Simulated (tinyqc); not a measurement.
Which stress helps holes along [110]: six-band Luttinger-Kohn model with strain.

Six-band Luttinger-Kohn model in the basis |3/2,3/2>, |3/2,1/2>, |3/2,-1/2>, |3/2,-3/2>, |1/2,1/2>, |1/2,-1/2>, electron energies, zero at the top of the unstrained valence band. H = -[rows: (P+Q, -S, R, 0, -S/r2, r2 R); (-S*, P-Q, 0, R, -r2 Q, r32 S); (R*, 0, P-Q, S, r32 S*, r2 Q); (0, R*, S*, P+Q, -r2 R*, -S*/r2); (-S*/r2, -r2 Q, r32 S, -r2 R, P+Dso, 0); (r2 R*, r32 S*, r2 Q, -S/r2, 0, P+Dso)], r2 = sqrt(2), r32 = sqrt(3/2). Levels are twofold.

P = c g1 k^2 - av tr(e); Q = c g2 (kx^2 + ky^2 - 2 kz^2) - (b/2)(exx + eyy - 2 ezz); R = c sqrt3 [-g2 (kx^2 - ky^2) + 2i g3 kx ky] + (sqrt3/2) b (exx - eyy) - i d exy; S = 2 c sqrt3 g3 (kx - i ky) kz - d (exz - i eyz); c = hbar^2/2m0, e the strain tensor (not engineering shear).

s11 = (C11 + C12)/((C11 - C12)(C11 + 2 C12)), s12 = -C12/((C11 - C12)(C11 + 2 C12)), s44 = 1/C44; exx = s11 sxx + s12 (syy + szz) and cyclic, exy = s44 sxy/2; tension is positive. A uniaxial stress X along the unit vector n is s_ij = X n_i n_j.

Constants: hbar^2/2m0 = 3.80998211 eV angstrom^2.

Parameters, chosen for this exercise (near those of Ge; shifted at random, so the results belong to these values and not to a real crystal):
- Dso = 0.294 eV (spin-orbit splitting)
- g1 = 13.33 (Luttinger gamma1)
- g2 = 4.23 (gamma2)
- g3 = 5.72 (gamma3)
- av = 1.26 eV (valence hydrostatic potential)
- b = -2.53 eV (tetragonal shear potential)
- d = -5.18 eV (trigonal shear potential)
- C11 = 132.2 GPa
- C12 = 49 GPa
- C44 = 67.5 GPa
- X1 = 1.1 GPa (size of the stress)

Each load has size X1 (biaxial: sxx = syy); masses are curvatures of the top pair at k = 0.

Results:
```
load                         splitting (meV)  top edge (meV)  m [110]  m [001]
uniaxial [110], compression             57.9            25.2    0.037    0.140
uniaxial [110], tension                 49.0            33.2    0.324    0.051
uniaxial [100], compression             73.6            34.1    0.062    0.133
uniaxial [100], tension                 58.6            39.5    0.089    0.057
uniaxial [111], compression             52.4            22.0    0.048    0.075
uniaxial [111], tension                 44.4            30.4    0.131    0.075
biaxial (001), compression              58.6            21.4    0.057    0.205
biaxial (001), tension                  73.6            52.2    0.133    0.040
```

The lightest mass along [110] (0.037) comes with uniaxial [110], compression. The largest splitting (73.6 meV) comes with uniaxial [100], compression; biaxial (001), tension. The heaviest mass along [001] (0.205), which lowers the confinement energy in a (001) channel, comes with biaxial (001), compression. The splitting per GPa follows b (s11 - s12) for loads along cube axes and d s44 for [111]: here 2 |b| (s11 - s12) = 60.8 and |d| s44/sqrt3 = 44.3 meV per GPa in the limit of large Dso; where the splitting nears Dso, mixing with the split-off band makes it depend on the sign of the load.

Run: tinyqc, `OMP_NUM_THREADS=1 python tinyqc.py 1051304 1051305 out.jsonl`; Intel(R) Xeon(R) Processor @ 2.30GHz, one thread, shared host; about 0.04 s of CPU time with all checks.
